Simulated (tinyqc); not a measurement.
Elastic strain and critical thickness of a cubic alloy layer A(1-x)B(x) on a thick substrate: one step, computed by the program tinyqc.

Strain is positive in tension. The layer is coherent with the substrate unless said otherwise.

Question. Wafer curvature of the coherent layer. Stoney: curvature = 6 |stress| h/(M_S t_S^2); radius = 1/curvature; bow = curvature W^2/8.

Inputs (values chosen for the exercise, for a model alloy):

| quantity | value | unit |
|---|---|---|
| layer thickness h | 4 | nm |
| biaxial modulus of the substrate M_S | 101 | GPa |
| substrate thickness t_S | 350 | micrometre |
| wafer diameter W | 300 | mm |

in-plane stress = -1.728056 GPa

Give: curvature; radius of curvature; bow.

Answer.

curvature = 0.003352 1/m

radius of curvature = 298.3 m

bow = 37.71 micrometre

Caution: above about 2 % misfit, linear elasticity is rough and compressed layers tend to form islands before dislocations. Caution: the curvature assumes a coherent layer, but h exceeds h_c.
